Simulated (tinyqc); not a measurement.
## Activation field and prefactor from two times

Problem. Merz's law: tau = t0 exp(Ea d/V). Find Ea and t0.

Values chosen for this exercise: film thickness d = 5 nm.

tau at V = 0.71 and 0.99 V (ns): [3007.4359, 336.27182]

Solution. ln(tau) is linear in 1/V with slope Ea d.

Ea = 1.10e4 kV/cm
t0 = 1.30 ns

Numbers from tinyqc (`OMP_NUM_THREADS=1 python tinyqc.py 2860028 2860029 out.jsonl`; about 0.01 s on one thread of a shared Intel Xeon 2.30GHz).
